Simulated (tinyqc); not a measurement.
# Planar ballistic transistor, top-of-the-barrier model: effects of single changes

At the top of the source barrier, states moving towards the drain are filled by the source (Fermi level 0) and states moving back by the drain (Fermi level -q Vd); nothing scatters. U is the shift of the band edge there, set by the capacitances CG, CD and CS (the total) and by the charge. Parabolic two-dimensional band; the source is grounded.

Values chosen for this exercise; mass and valleys close to those of indium arsenide: temperature T = 250 K; effective mass m = 0.0295 m0; valley degeneracy gv = 1; relative permittivity of the gate insulator eox = 22; insulator thickness tox = 3.1 nm; gate control CG/CS aG = 0.92; drain control CD/CS aD = 0.04; band edge at the barrier top above the source Fermi level at zero bias E0 = 0.18 eV; drain voltage Vd = 0.05 V.

Constants: q = 1.602176634e-19 C, kB = 1.380649e-23 J/K, hbar = 1.054571817e-34 J s, m0 = 9.1093837015e-31 kg, Vt = kB T/q, eps0 = 8.8541878128e-14 F/cm where lengths are in cm. Results are converted to the units shown.

Each table varies one quantity; the others keep the values above.

## Effect of the insulator thickness

N0 = gv m kB T/(pi hbar^2), CG = eps0 eox/tox, vT = sqrt(2 kB T/(pi m)), CS = CG/aG, n0 = n at U = 0 and Vd = 0. eta1 = -(E0 + U)/Vt, eta2 = eta1 - Vd/Vt, n = (N0/2)[F_0(eta1) + F_0(eta2)], F_0(x) = ln(1 + exp x). U = UL + q (n - n0)/CS with UL = -(aG Vg + aD Vd), energies in eV. I = q (N0/2) vT [F_(1/2)(eta1) - F_(1/2)(eta2)] per width, F_(1/2)(x) = (2/sqrt(pi)) int_0^infinity u^(1/2)/(1 + exp(u - x)) du. CQ = (q/Vt) dn/d(eta1). E0 is held fixed.

In this table Vg = 0.7 V, Vd = 0.7 V.

Effect of the insulator thickness:
```
tox (nm)   eta1  n (cm^-2)  I (uA/um)  mean velocity I/(q n) (cm/s)    CQ/CS
0.5       22.32   2.962e12       4835                       1.019e8  0.02331
0.74      22.08   2.930e12       4757                       1.013e8  0.03450
1.1       21.72   2.884e12       4644                       1.005e8  0.05129
1.6       21.25   2.821e12       4494                       9.944e7  0.07460
2.4       20.54   2.726e12       4271                       9.777e7   0.1119
3.6       19.56   2.596e12       3969                       9.543e7   0.1678
5.4       18.24   2.422e12       3578                       9.222e7   0.2518
8         16.63   2.208e12       3117                       8.812e7   0.3730
```

Read the table: what changes, and by how much?

As tox goes from 0.5 to 8 nm, n falls from 2.96e12 to 2.21e12 cm^-2, the mean velocity falls from 1.02e8 to 8.81e7 cm/s and the current falls from 4840 to 3120 uA/um. CQ/CS goes from 0.023 to 0.37. Over the range the current goes as tox^(-0.16) on average. In every row the source Fermi level lies over 0.3 eV above the band edge, where a light band is no longer parabolic. For tox = 0.5 to 0.74 nm the insulator is under 1 nm thick, where gate tunnelling would matter.

## Transfer curve

Same model as above.

CQ = (q/Vt) dn/d(eta1).

Transfer curve:
```
Vg (V)     eta1  n (cm^-2)  I (uA/um)  mean velocity I/(q n) (cm/s)      CQ/CS
0       -8.2624   3.7611e7   0.014151                      2.3483e7  4.0949e-5
0.11    -3.5693   4.0552e9     1.5287                      2.3528e7  0.0043597
0.22    0.91946  1.9581e11     77.057                      2.4562e7    0.13189
0.34     5.1069  1.0564e12     304.73                      1.8004e7    0.27981
0.45     8.7582  2.0173e12     435.05                      1.3460e7    0.28882
0.56     12.402  2.9845e12     531.94                      1.1124e7    0.28907
0.67     16.047  3.9520e12     613.16                      9.6839e6    0.28907
0.79     20.022  5.0074e12     690.77                      8.6102e6    0.28907
0.9      23.666  5.9748e12     754.85                      7.8855e6    0.28907
```

What does the table show?

The current rises from 0.0142 to 755 uA/um. Between the first two rows the swing is 54.1 mV a decade, against Vt ln 10/aG = 53.9. CQ/CS goes from 4.1e-5 to 0.29, so a volt on the gate moves the band edge by 0.92 eV in the first row and 0.71 eV in the last: the device stays near the quantum-capacitance limit. The mean velocity goes from 2.35e7 through a maximum of 2.46e7 (at Vg = 0.22 V among the rows listed) to 7.89e6 cm/s. For Vg = 0.67 to 0.9 V the source Fermi level lies over 0.3 eV above the band edge, where a light band is no longer parabolic.

## Effect of the band edge at the barrier top above the source Fermi level at zero bias

Same model as above.

CQ = (q/Vt) dn/d(eta1).

In this table Vg = 0.7 V, Vd = 0.7 V.

Effect of the band edge at the barrier top above the source Fermi level at zero bias:
```
E0 (eV)   eta1  n (cm^-2)  I (uA/um)  mean velocity I/(q n) (cm/s)   CQ/CS
0.1      23.20   3.080e12       5124                       1.038e8  0.1445
0.15     21.17   2.810e12       4469                       9.925e7  0.1445
0.2      19.14   2.541e12       3844                       9.443e7  0.1445
0.25     17.11   2.272e12       3253                       8.937e7  0.1445
0.3      15.09   2.003e12       2695                       8.401e7  0.1445
0.35     13.06   1.733e12       2175                       7.830e7  0.1445
0.4      11.03   1.464e12       1693                       7.218e7  0.1445
0.45     9.003   1.195e12       1255                       6.554e7  0.1445
```

Read the table: what changes, and by how much?

As E0 goes from 0.1 to 0.45 eV, n falls from 3.08e12 to 1.20e12 cm^-2, the mean velocity falls from 1.04e8 to 6.55e7 cm/s and the current falls from 5120 to 1250 uA/um. CQ/CS stays near 0.14. For E0 = 0.1 to 0.3 eV the source Fermi level lies over 0.3 eV above the band edge, where a light band is no longer parabolic.

tinyqc, about 0.02 s, one thread, Intel Xeon 2.30GHz (shared host): `OMP_NUM_THREADS=1 python tinyqc.py 2400145 2400146 out.jsonl`
